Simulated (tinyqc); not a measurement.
# Gated graphene, quantum capacitance: effect of the gate voltage

phi is the Fermi level above the Dirac point, in volts; Vg is counted from the gate voltage of charge neutrality. Ideal linear bands, no charge puddles.

N0 = (2/pi)(kB T/(hbar vF))^2; n = N0 F1(phi/Vt), p = N0 F1(-phi/Vt), F1(e) = int_0^infinity u du/(1 + exp(u - e)) = -Li2(-exp(e)); Cq = q d(n - p)/dphi = (q N0/Vt) ln[2 (1 + cosh(phi/Vt))]. Cox = eps0 eox/tox; Vg = phi + q (n - p + Dit phi)/Cox. 1/C_G = 1/Cox + 1/(Cq + q Dit); dphi/dVg = Cox/(Cox + Cq + q Dit).

Inputs (values chosen for the exercise); values close to those of graphene: temperature T = 77 K; relative permittivity of the gate insulator (close to silicon dioxide) eox = 3.9; insulator thickness tox = 4.7 nm; Fermi velocity vF = 1.09e6 m/s; density of traps Dit = 0 cm^-2 eV^-1.

Constants: q = 1.602176634e-19 C, kB = 1.380649e-23 J/K, hbar = 1.054571817e-34 J s, Vt = kB T/q, eps0 = 8.8541878128e-14 F/cm where lengths are in cm. Results are converted to the units shown.

The same in every row: Cox (uF/cm^2) = 0.7347.

Effect of the gate voltage:
```
Vg (V)	phi (V)	n - p (cm^-2)	Cq (uF/cm^2)	C_G (uF/cm^2)	dphi/dVg	n + p (cm^-2)
-0.3	-0.1161	-8.431e11	2.301	0.5569	0.2420	8.431e11
-0.18	-0.08366	-4.418e11	1.658	0.5091	0.3071	4.418e11
-0.06	-0.03829	-9.957e10	0.7595	0.3734	0.4917	9.961e10
0.07	0.04305	1.236e11	0.8535	0.3948	0.4626	1.236e11
0.19	0.08669	4.737e11	1.718	0.5146	0.2996	4.737e11
0.31	0.1185	8.780e11	2.349	0.5597	0.2383	8.780e11
0.43	0.1449	1.307e12	2.871	0.5850	0.2037	1.307e12
0.56	0.1697	1.790e12	3.363	0.6030	0.1793	1.790e12
0.68	0.1902	2.246e12	3.769	0.6149	0.1631	2.246e12
0.8	0.2090	2.710e12	4.141	0.6240	0.1507	2.710e12
```

As Vg goes from -0.3 to 0.8, Cq goes from 2.30 through a minimum of 0.759 (at Vg = -0.06 among the rows listed) to 4.14 uF/cm^2, C_G/Cox goes from 0.758 through a minimum of 0.508 (at Vg = -0.06 among the rows listed) to 0.849 and n - p rises from -8.43e11 to 2.71e12 cm^-2. Cq exceeds Cox in every row, so the insulator is the tighter limit, though Cq still cuts C_G by up to 49 %. At neutrality Cq is (q N0/Vt) ln 4 = 0.182 uF/cm^2, and far from it Cq grows as |phi|.

tinyqc, about 0.01 s, one thread, Intel Xeon 2.30GHz (shared host): `OMP_NUM_THREADS=1 python tinyqc.py 2200146 2200147 out.jsonl`
